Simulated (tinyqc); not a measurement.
Worked calculation: lattice vibrations of a chain. One step of it, computed by the program tinyqc.

Task: Dynamical matrix at q = 0.26. q is in units of 2 pi/a. A spring k from atom i to atom j, n cells on, adds k to Phi_ii and Phi_jj, -k exp(2 pi i q n) to Phi_ij and the conjugate to Phi_ji (for one atom a cell: 2k (1 - cos 2 pi q n)); D_ij = Phi_ij / sqrt(m_i m_j).

A chain moving along its axis:
```
atom    mass (u)  spring to the next atom (eV/angstrom^2)
1      27.700000                                17.400000
2     103.000000                                 8.300000
3      97.900000                                20.500000
```

Give: D(q).

Result:

D(q) (eV/(angstrom^2 u)):
```
                1        2               3
1          1.3682  -0.3258  0.0247+0.3929i
2         -0.3258   0.2495         -0.0827
3  0.0247-0.3929i  -0.0827          0.2942
```
